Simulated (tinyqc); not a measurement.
Single-band model of a thermoelectric material: one step, computed by the program tinyqc. Command: `OMP_NUM_THREADS=1 python tinyqc.py 3019726 3019727 out.jsonl thermo walk`. One thread of a shared host (Intel(R) Xeon(R) Processor @ 2.30GHz), about 0.01 s of CPU time with the checks.

One spherical band, one scattering law, no minority carriers and no phonon drag. In a real material minority carriers limit |S| to about E_g/(2 e T), so larger values are formal. eta = E_F/(k_B T) is counted from the band edge; f = 1/(1 + exp(x - eta)).

Question. Coefficients. sigma = e mu_0 N_0 <s> with mu_0 = e tau_0/m = mu_300 (T/300 K)^(-p); |S| = (k_B/e)(<x s>/<s> - eta); Lorenz number L = (k_B/e)^2 (<x^2 s>/<s> - (<x s>/<s>)^2); kappa_e = L sigma T; zT = S^2 sigma T/(kappa_L + kappa_e). Hall factor r_H = <G^(3/2)> <G^(3/2 + 2r)/D^4>/<s>^2; drift mobility sigma/(n e) with n = N_0 <G^(3/2)>; power factor S^2 sigma.

Inputs (values chosen for the exercise, for a model material): mobility parameter mu_300 = 400 cm^2/(V s); temperature exponent p = 2; lattice thermal conductivity kappa_L = 3.7 W/(m K); temperature T = 1160 K.

Band: parabolic. Scattering: acoustic phonons, r = -0.5.

N_0 = 2.636804e+20 1/cm^3

<s> = 0.03406460

<x s> = 0.06871160

reduced Fermi level eta = -3.362416

<x^2 s> = 0.2070172

<G^(3/2)> = 0.04550964

<G^(3/2 + 2r)/D^4> = 0.02997727

Constants: e = 1.602176634e-19 C; k_B = 8.617333262e-05 eV/K.

Give: conductivity sigma; Seebeck coefficient |S|; Lorenz number L; drift mobility; Hall factor r_H; power factor; kappa_e; zT.

Answer.

conductivity sigma = 38.502 S/cm

Seebeck coefficient |S| = 463.57 microvolt/K

Lorenz number L = 1.4915 1e-8 V^2/K^2

drift mobility = 20.026 cm^2/(V s)

Hall factor r_H = 1.1757

power factor = 8.2739 microwatt/(cm K^2)

kappa_e = 0.066613 W/(m K)

zT = 0.25481

L is 61 % of the degenerate value pi^2/3 (k_B/e)^2 = 2.443; the classical limit for this r is (r + 5/2)(k_B/e)^2 = 1.485. The charge carriers transport 2 % of the heat.
